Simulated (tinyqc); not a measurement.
How errors in the targets pass to the parameters: fitting sp3s* parameters to three gaps by Newton steps.

J:
```
,Esa,Vxapc,Vscpa
Gamma,0.30093,0.00000,0.00000
X,0.10791,-0.85234,0.00000
L,0.14961,-0.23180,0.32685
```

The gaps at Gamma, X and L of an sp3s* model are fitted with Esa, Vxapc and Vscpa; J holds the derivatives of the gaps by these parameters at the start. The change of each parameter for +10 meV on one target is 10 J^-1, in meV.

Shifts (meV):
```
target raised,Esa,Vxapc,Vscpa
Gamma,33.2,4.2,-12.2
X,0.0,-11.7,-8.3
L,0.0,0.0,30.6
```

root sum of squares (meV): Esa 33.2, Vxapc 12.5, Vscpa 34.0

What can be read from this table?

Independent errors of 10 meV leave Vscpa least certain (34 meV) and Vxapc best fixed (12.5 meV). The largest single entry, 33 meV, comes from the target at Gamma.

Run: tinyqc, `OMP_NUM_THREADS=1 python tinyqc.py 1452209 1452210 out.jsonl`; Intel(R) Xeon(R) Processor @ 2.30GHz, one thread, shared host; about 0.1 s of CPU time with all checks.
